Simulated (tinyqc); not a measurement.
Keating valence-force model of a tetrahedral crystal: one step, computed by the program tinyqc.

Atom A sits at 0 and atom B at a/4 (1,1,1) of an fcc lattice; the four bonds from A are t = a/4 (1,1,1), a/4 (1,-1,-1), a/4 (-1,1,-1), a/4 (-1,-1,1), of length d = sqrt(3) a/4. Energy: E = (3 alpha/(8 d^2)) sum over bonds (r.r - d^2)^2 + (3 beta/(8 d^2)) sum over pairs of bonds at one atom (r_i.r_j + d^2/3)^2, with beta_A for the six pairs at A and beta_B for the six at B. The cell holds two atoms, Omega = a^3/4. 1 N/m = 1 J/m^2.

Task: Elastic constants and internal strain. beta = (beta_A + beta_B)/2; C11 = (alpha + 3 beta)/a, C12 = (alpha - beta)/a, C44 = 4 alpha beta/(a (alpha + beta)); with the two sublattices clamped C44(0) = (alpha + beta)/a; internal-strain parameter zeta = (alpha - beta)/(alpha + beta); B = (C11 + 2 C12)/3.

Inputs (values chosen for the exercise, for a model crystal):

| quantity | value | unit |
|---|---|---|
| lattice constant a | 4.917 | angstrom |
| bond stretching alpha | 109 | N/m |
| bond bending beta_A | 14.4 | N/m |
| bond bending beta_B | 15.3 | N/m |

Structure: zinc blende.

Give: C11; C12; C44; clamped C44(0); internal-strain parameter zeta; bulk modulus B.

Result:

C11 = 312.3 GPa

C12 = 191.5 GPa

C44 = 106.3 GPa

clamped C44(0) = 251.9 GPa

internal-strain parameter zeta = 0.7602

bulk modulus B = 231.7 GPa

Letting the sublattices shift lowers C44 by 58 %, which is zeta^2. With zeta near 1 a shear keeps the bond lengths and bends the angles. The model fixes 2 C44 (C11 + C12)/((C11 - C12)(C11 + 3 C12)) = 1.000 whatever alpha and beta are.
